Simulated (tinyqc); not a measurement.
Punch-through p+-n junction, ionisation integral and breakdown: multiplication against voltage.

A p+ layer at x < 0 and an n drift layer from x = 0 to L on an n+ substrate. Depletion approximation, built-in voltage neglected. Local ionisation coefficients alpha_n = an exp(-(bn/E)^mx), alpha_p = ap exp(-(bp/E)^mx). Electrons move towards +x, holes towards x = 0.

W = sqrt(2 eps0 eps_r V/(q N)), peak field E0 = q N W/(eps0 eps_r), falling linearly to 0 at W; if W > L the layer is punched through: W = L, E0 = V/L + q N L/(2 eps0 eps_r), falling linearly to E1 = V/L - q N L/(2 eps0 eps_r). G(x) = integral from 0 to x of (alpha_n - alpha_p); I_n = integral of alpha_n exp(-G) (electrons injected at x = 0), I_p = integral of alpha_p exp(G(end) - G) (holes injected at the far edge); M = 1/(1 - I). Integrals on a fine grid; BV is where I_n = 1. Here BV = 1500.24 V; the Miller exponent is n = ln(1 - 1/M)/ln(V/BV).

Parameters, values chosen for the exercise; material values close to those of 4H silicon carbide: relative permittivity eps_r = 9.61; prefactor of the electron ionisation coefficient an = 1.66e8 1/cm; field constant for electrons bn = 3.47e7 V/cm; prefactor of the hole ionisation coefficient ap = 3.59e8 1/cm; field constant for holes bp = 2.33e7 V/cm; exponent mx = 1; donor density of the drift layer N = 7.8e15 cm^-3; thickness of the drift layer L = 7.5 um.

Constants: q = 1.602176634e-19 C, eps0 = 8.8541878128e-14 F/cm where lengths are in cm. Results are converted to the units shown.

Result of one run:

| E0 (kV/cm) | I_n | I_p | M_n | M_p | Miller n, electrons | Miller n, holes |
|---|---|---|---|---|---|---|
| 1.75e3 | 2.29e-5 | 0.0457 | 1.00 | 1.05 | 20.9 | 6.04 |

Which reverse voltage V gave this result: 750, 900, 1050, 1440 or 1480 V?

V = 900 V.

The whole series:

| V (V) | E0 (kV/cm) | I_n | I_p | M_n | M_p | Miller n, electrons | Miller n, holes |
|---|---|---|---|---|---|---|---|
| 600 | 1.35e3 | 3.85e-8 | 5.56e-4 | 1.00 | 1.00 | 18.6 | 8.18 |
| 750 | 1.55e3 | 1.39e-6 | 0.00666 | 1.00 | 1.01 | 19.5 | 7.23 |
| 900 | 1.75e3 | 2.29e-5 | 0.0457 | 1.00 | 1.05 | 20.9 | 6.04 |
| 1050 | 1.95e3 | 2.32e-4 | 0.201 | 1.00 | 1.25 | 23.5 | 4.50 |
| 1200 | 2.15e3 | 0.00190 | 0.559 | 1.00 | 2.27 | 28.1 | 2.61 |
| 1290 | 2.27e3 | 0.00733 | 0.799 | 1.01 | 4.98 | 32.6 | 1.48 |
| 1380 | 2.39e3 | 0.0378 | 0.949 | 1.04 | 19.7 | 39.2 | 0.624 |
| 1440 | 2.47e3 | 0.157 | 0.988 | 1.19 | 85.9 | 45.2 | 0.286 |
| 1480 | 2.52e3 | 0.506 | 0.998 | 2.03 | 465 | 50.1 | 0.159 |

M_n rises from 1.000 to 2.03 and M_p from 1.001 to 465; both diverge at BV. The Miller exponent for electrons rises from 18.6 to 50.1 and that for holes falls from 8.18 to 0.159, so one exponent describes neither over the whole range. The larger multiplication belongs to holes, whose coefficient at the peak field of the last row is 198 times the other.

Numbers from tinyqc (`OMP_NUM_THREADS=1 python tinyqc.py 2120151 2120152 out.jsonl`; about 0.1 s on one thread of a shared Intel Xeon 2.30GHz).
